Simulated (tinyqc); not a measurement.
Elastic strain and critical thickness of a cubic alloy layer A(1-x)B(x) on a thick substrate: one step, computed by the program tinyqc.

Strain is positive in tension. The layer is coherent with the substrate unless said otherwise.

Task: Alloy by Vegard's rule, and misfit. a = (1 - x) a_A + x a_B, the same rule for each C_ij; misfit f = (a_S - a)/a, the in-plane strain of the coherent layer.

Inputs (values chosen for the exercise, modelled on GaAs(1-x)Sb(x) on GaAs):
```
quantity                        value      unit
fraction x of B                  0.32         -
lattice constant a_A            5.653  angstrom
lattice constant a_B            6.096  angstrom
substrate lattice constant a_S  5.653  angstrom
```

C11, C12, C44 of A (GPa): 117.6  54.21  59.43

C11, C12, C44 of B (GPa): 87.11  40.49  43.24

Give: free lattice constant a; elastic constants; misfit f.

Result:

free lattice constant a = 5.79476 angstrom

elastic constants (GPa): C11 107.8432, C12 49.8196, C44 54.2492

misfit f = -0.024463

The layer is compressed in the plane by 2.45 %.
